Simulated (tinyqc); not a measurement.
Mass from the capacitance plateau.

Question. Once one two-dimensional band is degenerate, Cq = q gv md m0 q/(pi hbar^2) and 1/C_G = 1/Cox + 1/Cq (no traps). Find Cq, md and the oxide-equivalent thickness 3.9 eps0/Cq that it adds.

Inputs (values chosen for the exercise): valley degeneracy gv = 2.

Constants: q = 1.602176634e-19 C, hbar = 1.054571817e-34 J s, m0 = 9.1093837015e-31 kg, eps0 = 8.8541878128e-14 F/cm where lengths are in cm. Results are converted to the units shown.

C_G on the plateau = 1.2373138 uF/cm^2
Cox = 1.2729709 uF/cm^2

Answer. Removing Cox from the series leaves Cq, which is proportional to gv md.

Cq = 44.2 uF/cm^2
md = 0.330 m0
added thickness = 0.0782 nm

Program tinyqc, `OMP_NUM_THREADS=1 python tinyqc.py 2200116 2200117 out.jsonl`; Intel Xeon 2.30GHz, shared host, one thread, about 0.01 s.
